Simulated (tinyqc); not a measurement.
From results back to parameters: Koster-Slater impurity in an sp3s* host.

Problem. In the Koster-Slater model a defect shifts the s level of its site by Vs and the p levels by Vp; an A1 level solves 1/Vs = G_s(E) and a T2 level 1/Vp = G_p(E), E from the top of the valence band. A defect has an A1 level at E = 1.6613 eV, one of the energies of the table, and a T2 level at 0.5538 eV.

G(E) of the host (1/eV):
```
E (eV)         G_s         G_p
0.0000  -0.0885682   0.0361622
0.2769  -0.1101265  -0.0190883
0.5538  -0.1349092  -0.0548601
0.8306  -0.1647849  -0.0872587
1.1075  -0.2025491  -0.1213579
1.3844  -0.2530364  -0.1624766
1.6613  -0.3258261  -0.2211567
1.9382  -0.4442750  -0.3335530
2.2150  -0.7772598  -1.3606478
```

Find: Vs, Vp.

Solution. Read G_s and G_p at the two energies and invert them. Vs is attractive and pulls its level down from the conduction bands. Vp is attractive and pulls its level down from the conduction bands.

Vs, Vp (eV): -3.1  -18.2

Run: tinyqc, `OMP_NUM_THREADS=1 python tinyqc.py 1450268 1450269 out.jsonl`; Intel(R) Xeon(R) Processor @ 2.30GHz, one thread, shared host; about 0.02 s of CPU time with all checks.
